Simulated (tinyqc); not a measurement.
Threshold of a short bulk MOSFET: charge sharing, barrier lowering, narrow width: one step of the calculation.

n-channel device on a p-type body, depletion approximation, full ionisation. Uniform doping N = Na. Vbi from Boltzmann statistics is rough for the degenerate source. Cox = eps0 eox/tox.

Question. Long-channel threshold and scales. ni = sqrt(Nc Nv) exp(-Eg/(2 Vt)), Eg in volts; 2 pB = 2 Vt ln(N/ni); flat band Vfb - Vt ln(N/Na); Wd = sqrt(2 eps0 eps_r (2 pB - Vbs)/(q N)); body term q N Wd/Cox; long-channel VT0 = flat band + 2 pB + body term; Vbi = Vt ln(N Nsd/ni^2); scale length l = sqrt((eps_r/eox) tox Wd).

Inputs (values chosen for the exercise); band and dielectric values close to those of silicon: temperature T = 350 K; band gap Eg = 1.12 eV; relative permittivity eps_r = 11.6; conduction-band density of states at T Nc = 3.5e19 cm^-3; valence-band density of states at T Nv = 3.38e19 cm^-3; relative permittivity of the gate insulator (close to silicon dioxide) eox = 3.9; insulator thickness tox = 3.8 nm; channel doping Na = 1.1e18 cm^-3; source and drain doping Nsd = 1e20 cm^-3; flat-band voltage for the doping Na Vfb = -0.7 V; body-source voltage Vbs = -0.5 V.

Constants: q = 1.602176634e-19 C, kB = 1.380649e-23 J/K, Vt = kB T/q, eps0 = 8.8541878128e-14 F/cm where lengths are in cm. Results are converted to the units shown.

Give: N; 2 pB; flat band; Wd; body term; VT0; Vbi; l.

Answer.

N = 1.1000e18 cm^-3
2 pB = 0.91234 V
flat band = -0.70000 V
Wd = 40.573 nm
body term = 0.78688 V
VT0 = 0.99922 V
Vbi = 1.0484 V
l = 21.414 nm

tinyqc, about 0.01 s, one thread, Intel Xeon 2.30GHz (shared host): `OMP_NUM_THREADS=1 python tinyqc.py 2002094 2002095 out.jsonl`
